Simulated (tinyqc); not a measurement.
Permittivity and interface capacitance from two thicknesses.

Inverse problem. 1/C = t/(eps0 ek) + 2/ci for planar capacitors that differ only in thickness. Find ek, ci and the EOT of the interfaces, 2 x 3.9 eps0/ci.

Constants: eps0 = 8.8541878128e-14 F/cm where lengths are in cm. Results are converted to the units shown.

C at t = 14 and 43 nm (uF/cm^2): [0.61019338, 0.19883126]

Answer. 1/C is a straight line in t: the slope gives ek and the intercept 2/ci. A single thickness would give only the effective permittivity; when the interfaces are a small part of 1/C, ci needs very accurate data.

ek = 9.660
ci = 1000 uF/cm^2
EOT of the interfaces = 0.006906 nm

Numbers from tinyqc (`OMP_NUM_THREADS=1 python tinyqc.py 2102172 2102173 out.jsonl`; about 0.01 s on one thread of a shared Intel Xeon 2.30GHz).
